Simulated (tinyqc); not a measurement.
Valley splitting in a one-orbital chain of atomic planes (second-neighbour model): sweeps and comparisons. A value that a table varies takes the place of the one given here.

Each (001) plane carries one orbital with energy e0, hopping v to the next plane and u to the second: E(phi) = e0 + 2 v cos(phi) + 2 u cos(2 phi), where phi = pi - k a/4 (the sign of every second orbital is chosen so that v > 0, which shifts the phase by pi). The minimum lies at cos(phi0) = -v/(4u), phi0 = pi - (pi/2) k0 for a valley at k0 (2 pi/a), and e0 puts it at zero. A slab of N planes has hard walls: the matrix simply ends.

A well of Nw planes between barriers of 40 planes each (as of a SiGe alloy, taken as an offset alone). With x = j - 39.5 for plane j = 0, 1, ..., the potential is V0 (f(x) + f(Nw - x)) + F (j - 40) a/4, f(y) = 1/(1 + exp(y/L)), a step for L = 0; L is in planes, 4 L is about the distance over which f goes from 0.88 to 0.12, and 1 MV/m = 1e-4 V/angstrom.

Constants: hbar^2/2m0 = 3.80998211 eV angstrom^2.

Inputs chosen for the exercise (near those of the Delta valleys of silicon; abrupt walls in this chain split the valleys several times more than measured wells; shifted at random, so the results belong to these values and not to a real crystal): a = 5.42 angstrom (lattice constant; planes lie a/4 apart); ml = 0.96 m0 (longitudinal mass); N0 = 18 (first number of planes); Nf = 120 (planes in the thick slab); V0 = 0.15 eV (barrier height); F = 15 MV/m (field); Nw = 64 (planes in the well); k0 = 0.874 2 pi/a (position of the valley).

## Splitting against the number of planes

u = 0.562131 eV
v = 0.442129 eV
e0 = 1.211199 eV
phi0 = 1.768717 rad

Ten slabs from N0 on, of thickness (N - 1) a/4 between the outer planes. Effective mass: E1 = (c/ml)(pi/W)^2 with W = (N + 2) a/4: the amplitude vanishes on two missing planes at each end, and the envelope has its nodes N + 2 spacings apart. Large-N estimate of the splitting: 16 pi^2 u |sin(phi0) sin((N + 2) phi0)|/(N + 2)^3.

Doublet (meV):

| N | thickness (angstrom) | mean level | effective mass | splitting | estimate |
|---|---|---|---|---|---|
| 18 | 23.04 | 53.09 | 53.34 | 8.160 | 7.931 |
| 19 | 24.39 | 48.04 | 48.38 | 4.491 | 4.961 |
| 20 | 25.75 | 44.00 | 44.08 | 7.692 | 7.655 |
| 21 | 27.10 | 40.05 | 40.33 | 0.820 | 1.141 |
| 22 | 28.45 | 37.00 | 37.04 | 6.220 | 6.291 |
| 23 | 29.81 | 33.95 | 34.13 | 1.495 | 1.300 |
| 24 | 31.16 | 31.50 | 31.56 | 4.372 | 4.494 |
| 25 | 32.52 | 29.17 | 29.26 | 2.713 | 2.610 |
| 26 | 33.88 | 27.13 | 27.21 | 2.548 | 2.678 |
| 27 | 35.23 | 25.33 | 25.37 | 3.094 | 3.054 |

How do the results move?

The mean level falls smoothly, from 53.1 to 25.3 meV, within 0.7 % of the effective-mass value. The splitting swings between 0.820 (N = 21) and 8.160 meV (N = 18): one plane more or less changes the phase between the two walls by phi0 = 1.769 rad. The estimate misses the computed values by at most 0.469 meV.

## Splitting against the electric field

A thick slab in a field F: plane j = 0, 1, ... gains the energy F j a/4 (1 MV/m = 1e-4 V/angstrom), which presses the electron against the first wall. The exponent is the slope of ln(splitting) against ln F between 20 and 50 MV/m.

Doublet:

| F (MV/m) | mean level (meV) | splitting (meV) | splitting/F (meV per MV/m) |
|---|---|---|---|
| 1 | 7.78 | 0.1391 | 0.1391 |
| 2 | 12.25 | 0.2765 | 0.1382 |
| 5 | 22.28 | 0.6912 | 0.1382 |
| 10 | 34.94 | 1.3826 | 0.1383 |
| 20 | 54.58 | 2.7660 | 0.1383 |
| 30 | 70.70 | 4.1501 | 0.1383 |
| 50 | 97.67 | 6.9198 | 0.1384 |

exponent = 1.00

What does this show, and why?

The splitting goes from 0.1391 to 6.9198 meV. At high field it grows as F^1.00: at a single hard wall it follows the squared slope of the envelope, which is proportional to F, while the level itself grows about as F^(2/3) (here F^0.64). A hard wall is the sharpest interface possible; real Si interfaces split several times less.

## Sharp and graded interfaces

The lowest doublet for several interface widths L.

Doublet:

| L (planes) | 4 L (angstrom) | mean level (meV) | splitting (micro-eV) |
|---|---|---|---|
| 0.00 | 0.00 | 38.99 | 2073.92 |
| 0.25 | 1.35 | 39.19 | 1090.98 |
| 0.50 | 2.71 | 39.49 | 193.31 |
| 0.75 | 4.07 | 39.87 | 29.90 |
| 1.00 | 5.42 | 40.36 | 4.78 |
| 1.50 | 8.13 | 41.56 | 0.12 |
| 2.00 | 10.84 | 42.99 | 0.01 |

What does this show?

The mean level moves by +4.0 meV over the table, while the splitting falls from 2073.9 micro-eV at a step to 4.78 at L = 1 plane, a factor 434. Coupling the valleys needs the Fourier component of the potential at twice the valley wave vector, a period of a few planes, and grading removes it. Random alloy disorder, left out here, sets the splitting once this part is gone.

## What each parameter does

Step interfaces (L = 0). u, v, e0 follow from 8 u sin^2(phi0) = (2c/ml)/(a/4)^2, v = -4u cos(phi0), e0 = 2u + v^2/(4u), c = hbar^2/2m0. Each row changes one parameter from the base and keeps the others.

Results:

| case | mean level (meV) | splitting (micro-eV) |
|---|---|---|
| base | 38.99 | 2073.9 |
| k0 = 0.884 2 pi/a | 39.00 | 2067.5 |
| ml = 1.056 m0 | 37.86 | 2074.0 |
| V0 = 0.225 eV | 40.58 | 2074.0 |
| F = 30 MV/m | 55.43 | 1002.3 |
| Nw = 65 | 38.99 | 2073.9 |

What does this show?

The largest shifts from the base row, up to three for each result and ties (the steps differ in size, so this ranks the rows, not the parameters). mean level (meV): F +16.43, V0 +1.59, ml -1.13; unchanged at the printed digits by Nw. splitting (micro-eV): F -1071.6, k0 -6.4, V0 +0.1, ml +0.1; unchanged at the printed digits by Nw.

Run: tinyqc, `OMP_NUM_THREADS=1 python tinyqc.py 1480724 1480725 out.jsonl`; Intel(R) Xeon(R) Processor @ 2.30GHz, one thread, shared host; about 0.02 s of CPU time with all checks.
